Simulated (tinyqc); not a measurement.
Worked calculation: plane-wave Kohn-Sham cycle with exchange-only LDA in a layered model solid. One step of it, computed by the program tinyqc.

Question. Iteration 2: potential. V_H(G) = 4 pi rho(G)/G^2 for G != 0 (uniform background); v_x = -(3 rho/pi)^(1/3); V = V_ext + V_H + v_x; Fourier components f(G_m) = (1/N) sum_j f(x_j) exp(-i G_m x_j).

A solid whose potential varies along x alone (atomic units):
```
parameter                      value
period a                   17.100000
cross-section of the cell  23.000000
electrons per cell                 2
grid points                       16
plane waves -n..n, n               3
k points                           1
V1 in V1 cos(2 pi x/a)     -0.120000
```

density after iteration 1 (e/bohr^3): 0.00857116  0.00767236  0.00576802  0.00426456  0.00375224  0.00391113  0.00424593  0.00449265  0.00457787  0.00449265  0.00424593  0.00391113  0.00375224  0.00426456  0.00576802  0.00767236

Give: Potentials on the grid; V(G_m), m = 0, 1, 2, ....

Answer.

Potentials on the grid (hartree):
```
x          V_ext      V_H      v_x        V
0.0000   -0.1200   0.1810  -0.2015  -0.1405
1.0688   -0.1109   0.1571  -0.1942  -0.1480
2.1375   -0.0849   0.0973  -0.1766  -0.1641
3.2062   -0.0459   0.0272  -0.1597  -0.1784
4.2750         0  -0.0324  -0.1530  -0.1854
5.3438    0.0459  -0.0736  -0.1552  -0.1829
6.4125    0.0849  -0.0982  -0.1595  -0.1729
7.4813    0.1109  -0.1107  -0.1625  -0.1623
8.5500    0.1200  -0.1144  -0.1635  -0.1579
9.6188    0.1109  -0.1107  -0.1625  -0.1623
10.6875   0.0849  -0.0982  -0.1595  -0.1729
11.7562   0.0459  -0.0736  -0.1552  -0.1829
12.8250        0  -0.0324  -0.1530  -0.1854
13.8938  -0.0459   0.0272  -0.1597  -0.1784
14.9625  -0.0849   0.0973  -0.1766  -0.1641
16.0312  -0.1109   0.1571  -0.1942  -0.1480
```

V(G_m), m = 0, 1, 2, ... (hartree): -0.1679  0.0037  0.0090  0.0005  0.0003  0.0001  0.0000
